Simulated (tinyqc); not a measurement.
Gated two-dimensional channel with two bands, quantum capacitance: effect of the temperature.

phi is the Fermi level above the lowest band edge, in volts; Vg is counted from the gate voltage at which an empty channel would have phi = 0. The channel has no thickness; trap charge is -q Dit phi.

D1 = gv md m0 q/(pi hbar^2), D2 = g2 m2 m0 q/(pi hbar^2) per eV; n1 = D1 Vt ln(1 + exp(phi/Vt)), n2 = D2 Vt ln(1 + exp((phi - E2)/Vt)), n = n1 + n2; Cq = q dn/dphi = q [D1/(1 + exp(-phi/Vt)) + D2/(1 + exp((E2 - phi)/Vt))]. Cox = eps0 eox/tox; Vg = phi + q (n + Dit phi)/Cox. 1/C_G = 1/Cox + 1/(Cq + q Dit); dphi/dVg = Cox/(Cox + Cq + q Dit).

Values chosen for this exercise; lowest band close to that of a thin germanium body:
- eox = 3.9 (relative permittivity of the gate insulator (close to silicon dioxide))
- tox = 4.8 nm (insulator thickness)
- md = 0.0847 m0 (in-plane mass)
- gv = 1 (valley degeneracy)
- m2 = 0.18 m0 (in-plane mass of a second band, chosen freely)
- g2 = 1 (valley degeneracy of that band, chosen freely)
- E2 = 0.23 eV (second band edge above the first)
- Dit = 0 cm^-2 eV^-1 (density of traps)
- Vg = 1.2 V (gate voltage)

Constants: q = 1.602176634e-19 C, kB = 1.380649e-23 J/K, hbar = 1.054571817e-34 J s, m0 = 9.1093837015e-31 kg, Vt = kB T/q, eps0 = 8.8541878128e-14 F/cm where lengths are in cm. Results are converted to the units shown.

The same in every row: Cox (uF/cm^2) = 0.71940.

Effect of the temperature:
```
T (K),phi (V),n (cm^-2),Cq (uF/cm^2),C_G (uF/cm^2),dphi/dVg,share of the second band (%)
50,0.13514,4.7814e12,5.6688,0.63839,0.11261,1.8587e-9
77,0.13514,4.7814e12,5.6688,0.63839,0.11261,6.4498e-6
120,0.13514,4.7814e12,5.6700,0.63840,0.11259,0.0016865
200,0.13500,4.7820e12,5.7150,0.63897,0.11181,0.10919
300,0.13384,4.7872e12,5.9221,0.64148,0.10832,0.97265
400,0.13089,4.8005e12,6.1876,0.64447,0.10416,2.9624
500,0.12616,4.8217e12,6.3736,0.64644,0.10142,5.7784
```

As T goes from 50 to 500, Cq rises from 5.67 to 6.37 uF/cm^2, C_G/Cox rises from 0.887 to 0.899 and n rises from 4.78e12 to 4.82e12 cm^-2. Cq exceeds Cox in every row, so the insulator is the tighter limit, though Cq still cuts C_G by up to 11 %.

Computed by the program tinyqc: `OMP_NUM_THREADS=1 python tinyqc.py 2200133 2200134 out.jsonl`, one thread of a shared Intel Xeon 2.30GHz, about 0.01 s for the whole run.
